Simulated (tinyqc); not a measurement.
Deal-Grove kinetics of thermal oxidation of silicon. Changing the temperature T. Computed by tinyqc, a small Python program. Command: `OMP_NUM_THREADS=1 python tinyqc.py 3030696 3030697 out.jsonl oxide sweep`. One thread of a shared host (Intel(R) Xeon(R) Processor @ 2.30GHz), about 0.2 s of CPU time with the checks.

Oxidant diffuses through the oxide and reacts at the interface, so that dx/dt = B/(A + 2x) for the oxide thickness x.

Inputs (values chosen for the exercise, close to those used for silicon):
```
quantity,value,unit
prefactor B0,736,um^2/h
activation energy E_B,1.23,eV
prefactor (B/A)0,5.8e+06,um/h
activation energy E_A,2.01,eV
oxidant pressure p,0.25,atm
pressure exponent m of B/A,0.75,-
initial oxide x_i,0.01,um
time t,0.17,h
```

Ambient: dry oxygen. Surface: (111).

Constants: k_B = 8.617333262e-05 eV/K.

Method:
- B = B0 p exp(-E_B/(k_B T)), B/A = (B/A)0 p^m exp(-E_A/(k_B T)), p in atm; A = B/(B/A).
- Temperatures in kelvin are T(C) + 273.15.
- tau = (x_i^2 + A x_i)/B and x = (A/2) [sqrt(1 + 4 B (t + tau)/A^2) - 1], the root of x^2 + A x = B (t + tau).
- Silicon consumed is 0.44 times the oxide grown; the rate is B/(A + 2x).

One run for each value:
```
temperature T (C),oxide thickness x (um),length A (um),linear constant B/A (um/h),parabolic constant B (um^2/h)
800,0.010121,0.41306,7.4546e-04,0.000308
850,0.010311,0.28375,1.9618e-03,0.000557
900,0.010733,0.20126,4.7539e-03,0.000957
950,0.011588,0.14682,1.0716e-02,0.001573
1000,0.013181,0.10979,2.2661e-02,0.002488
1050,0.015884,0.08393,4.5284e-02,0.003801
1100,0.020026,0.06542,8.6043e-02,0.005629
1200,0.032879,0.04182,2.7258e-01,0.011399
```

Give the missing row, temperature T (C) = 1150.

Computed row:
```
temperature T (C)  oxide thickness x (um)  length A (um)  linear constant B/A (um/h)  parabolic constant B (um^2/h)
1150                             0.025734        0.05190                  1.5628e-01                       0.008110
```

Interpolating between the two neighbouring rows (linearly) misses most in linear constant B/A (um/h), by 15 %. Over the rows, oxide thickness x (um) rises from 0.0101 to 0.0329; length A (um) falls from 0.413 to 0.0418. A falls with T because E_A exceeds E_B, so hot oxidation turns parabolic sooner. The apparent activation energy of x, -d ln x / d(1/(k_B T)), is 0.04 eV between the first rows and 0.89 eV between the last; a film much thicker than x_i would show E_A = 2.01 eV in the linear limit and E_B/2 = 0.615 eV in the parabolic one.

Caution (all rows): dry oxides grow faster than Deal-Grove predicts below about 0.03 um, so a start from a thinner film underestimates the thickness (a common remedy is x_i = 0.025 um).
